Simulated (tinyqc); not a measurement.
Strain-driven roughening and islands of a mismatched epitaxial film: one step, computed by the program tinyqc. Command: `OMP_NUM_THREADS=1 python tinyqc.py 3030118 3030119 out.jsonl island walk`. One thread of a shared host (Intel(R) Xeon(R) Processor @ 2.30GHz), about 0.01 s of CPU time with the checks.

Film and substrate share isotropic elastic constants; the film is coherent and biaxially strained.

Question. Asaro-Tiller-Grinfeld instability. A ripple A cos(k x) has the surface chemical potential per volume [gamma k^2 - 2 (1 + nu) w k] A cos(k x), so k_c = 2 (1 + nu) w/gamma. With surface diffusion the amplitude grows at the rate q = B k^2 [2 (1 + nu) w k - gamma k^2], fastest at k_m = (3/4) k_c. B is the surface mobility.

Inputs (values chosen for the exercise, for a model film): Poisson ratio nu = 0.19; surface energy gamma = 1.3 J/m^2; surface mobility D_s nu_s Omega^2/(k_B T) = 2e-34 m^6/(J s).

Transport: surface diffusion.

energy density w = 95.64458 MJ/m^3

Give: k_c; critical wavelength; fastest wavelength; growth time 1/q at k_m.

Answer.

k_c = 0.1751 1/nm

critical wavelength = 35.88 nm

fastest wavelength = 47.84 nm

growth time 1/q at k_m = 38.79 s
